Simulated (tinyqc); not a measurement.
Worked calculation: plane-wave Kohn-Sham cycle with exchange-only LDA in a layered model solid. One step of it, computed by the program tinyqc.

Problem. Iteration 1: levels at that k. Diagonalise the Hermitian matrix.

H (hartree), order -2, -1, +0, +1, +2:
```
[[3.059583, -0.120000, 0.095000, 0.000000, 0.000000],
 [-0.120000, 0.494232, -0.120000, 0.095000, 0.000000],
 [0.095000, -0.120000, -0.205409, -0.120000, 0.095000],
 [0.000000, 0.095000, -0.120000, 0.960659, -0.120000],
 [0.000000, 0.000000, 0.095000, -0.120000, 3.992438]]
```

Give: eigenvalues.

Solution.

eigenvalues (hartree): [-0.238, 0.481, 0.990, 3.068, 4.000]
